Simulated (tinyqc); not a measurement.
Arrhenius fit: deep-level transient spectroscopy (DLTS) of one majority-carrier trap. Computed by tinyqc, a small Python program. Command: `OMP_NUM_THREADS=1 python tinyqc.py 3018779 3018780 out.jsonl dlts walk`. One thread of a shared host (Intel(R) Xeon(R) Processor @ 2.30GHz), about 0.06 s of CPU time with the checks.

A filling pulse loads the traps in a one-sided junction; under reverse bias they empty at the rate e, and the capacitance relaxes as C(t) = C_0 - dC exp(-e t). The signal is S = [C(t_2) - C(t_1)]/dC.

Inputs (values chosen for the exercise, with mass and screening modelled on GaAs):
```
quantity                    value  unit
density-of-states mass m   0.0647   m_0
valleys M                       1     -
trap depth E_t              0.151    eV
cross-section sigma_0     2.1e-15  cm^2
degeneracy ratio g              1     -
gate time t_1               0.003     s
ratio t_2/t_1                   4     -
capture barrier E_b          0.19    eV
```

Carriers: electrons. Extra term: capture barrier.

Constants: k_B = 8.617333262e-05 eV/K; k_B = 1.380649e-23 J/K; m_0 = 9.1093837015e-31 kg; h = 6.62607015e-34 J s.

Method:
- e = g sigma v N_b exp(-E/k_B T), v = sqrt(3 k_B T/m), N_b = 2 M (2 pi m k_B T/h^2)^(3/2), sigma = sigma_0 exp(-E_b/k_B T), E = E_t.
- S(e) = exp(-e t_1) - exp(-e t_2) peaks at the rate window e_0 = ln(t_2/t_1)/(t_2 - t_1).
- t_1 is scaled by 0.1, 0.3, 1, 3, 10 and 30 at fixed t_2/t_1; each T_p by bisection.
- Least squares of ln(e_0/T_p^2) on 1/(k_B T_p): slope -E_a, intercept ln(gamma sigma_a) with gamma = v N_b/T^2 = sqrt(3 k_B/m) 2 M (2 pi m k_B/h^2)^(3/2). For comparison, the slope of ln e_0 alone.

Arrhenius data:
```
t_1 (s)  e_0 (1/s)  T_p (K)  1/(k_B T_p) (1/eV)  ln(e_0/T_p^2)
0.0003     1540.33  238.278             48.7015       -3.60713
0.0009      513.44  224.956             51.5858       -4.59067
0.0030      154.03  211.894             54.7657       -5.67501
0.0090       51.34  201.177             57.6830       -6.66982
0.0300       15.40  190.563             60.8959       -7.76539
0.0900        5.13  181.773             63.8406       -8.76955
```

apparent depth E_a = 0.34100 eV

intercept = 13.000

gamma = 2.1069e+20 cm^-2 s^-1 K^-2

apparent cross-section = 2.1000e-15 cm^2

slope without T^2 = 0.37672 eV

The apparent depth is 0.3410 eV against E_t = 0.151 eV, and the apparent cross-section is 1.00 times sigma_0: the capture barrier adds to the slope, so the true depth needs a separate measurement of capture. Leaving out the T^2 factor overstates the slope by 36 meV, about 2 k_B T_p.

Extremes, crossings and ranges named in words are read from the listed rows.
